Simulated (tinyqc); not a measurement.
Resistive crossbar, vector-matrix product with wire resistance: one step of the calculation.

2 rows and 2 columns. Cell (i, j) joins row node wij to column node bij. Each row is driven at its left end through one wire segment rw; neighbouring nodes along a row or a column are joined by rw; each column ends below the last row in one more rw and a virtual ground, where its current is read. Ideal output: I_j = sum_i V_i G_ij.

Problem. Error against the ideal product. Ideal I_j = sum_i V_i G_ij; error = I/ideal - 1.

Inputs (values chosen for the exercise): input voltages of the rows V = [0.13, 0.25] V.

cell conductances G (uS):
```
	column 1	column 2
row 1	35	22
row 2	8.7	72
```

column currents (uA): column 1 6.7161349, column 2 20.810133

Wanted: ideal currents; error.

Solution.

ideal currents (uA): column 1 6.725, column 2 20.86
error (%): column 1 -0.1318, column 2 -0.2391

The largest error is in column 2. All currents fall short, since the wires take part of the voltage.

tinyqc, about 0.02 s, one thread, Intel Xeon 2.30GHz (shared host): `OMP_NUM_THREADS=1 python tinyqc.py 2880046 2880047 out.jsonl`
